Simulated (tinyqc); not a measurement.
Rise against time: self-heating of a transistor with one or more fingers, with temperature-dependent conductivity. Computed by tinyqc, a small Python program. Command: `OMP_NUM_THREADS=1 python tinyqc.py 3005630 3005631 out.jsonl selfheat walk`. One thread of a shared host (Intel(R) Xeon(R) Processor @ 2.30GHz), about 0.05 s of CPU time with the checks.

N long parallel fingers lie on the top face of a slab whose bottom is held at T_0; the top is otherwise insulated, and heat flows in two dimensions. P in W/mm is 1000 P in W/m.

Inputs (values chosen for the exercise, modelled on gallium nitride): conductivity at the base temperature kappa_0 = 199 W/(m K); power per gate width P = 5.1 W/mm; fingers N = 5; finger pitch s = 33 micrometre; width of the heat source w = 0.55 micrometre; substrate thickness t = 100 micrometre; heat capacity C = 2.91 1e6 J/(m^3 K); pulse length = 3.3 microsecond.

Power: fixed power.

Method:
- A line source of power P on the top face raises the top at distance x by (P/(pi kappa_0)) g(x), g(x) = -ln tanh(pi x/(4 t)) (the image sum for the slab). On a strip of width w the centre sees the mean of g over the strip, g_0 = 1 + ln(8 t/(pi w)) for w much below t.
- theta_i = (P/(pi kappa_0)) [g_0 + sum over j != i of g(|i - j| s)], with equal powers and constant conductivity; thermal resistance = largest theta/P.
- After switching on, theta(tau) = (P D/kappa_0) int_0^tau X(u) Z(u) du at the hottest finger, D = kappa_0/C; X = sum over fingers at distance x of [erf((x + w/2)/r) - erf((x - w/2)/r)]/(2 w), Z = sum_(j=-200..200) (-1)^j exp(-(2 j t/r)^2)/sqrt(pi D u), r = 2 sqrt(D u); trapezoid rule on 300 points evenly spaced in ln u from u_0 = 1e-3 min(tau, w^2/D) to tau, plus the exact piece 2 sqrt(u_0/(pi D))/w below u_0. Conductivity and power are held at their base values here, and Fourier's law is used even where the diffusion length is near a phonon free path.

diffusivity D = 68.3849 micrometre^2/microsecond

theta of each finger (K): [81.0307, 90.1627, 92.7131, 90.1627, 81.0307]

largest theta = 92.7131 K

Heating curve:
```
time (microsecond)  sqrt(D time) (micrometre)  rise (K)  share of the steady rise
1.50e-04                              0.10128    5.2814                   0.05697
0.0015                                0.32028    12.945                    0.1396
0.015                                  1.0128    22.118                    0.2386
0.15                                   3.2028    31.487                    0.3396
1.5                                    10.128    41.043                    0.4427
7.3                                    22.343     51.79                    0.5586
29                                     44.533    69.612                    0.7508
88                                     77.575    86.205                    0.9298
220                                    122.66    92.202                    0.9945
```

What does the comparison show, and why?

Half the steady rise is reached between 1.5 and 7.3 microseconds, and the last row holds 99.5 % of it; the slowest time constant is 4 t^2/(pi^2 D) = 59.3 microseconds. While the diffusion length lies between w and the pitch or thickness, the rise grows as the logarithm of time; once it nears the pitch of 33 micrometre the neighbours add their heat.

Extremes, crossings and ranges named in words are read from the listed rows.
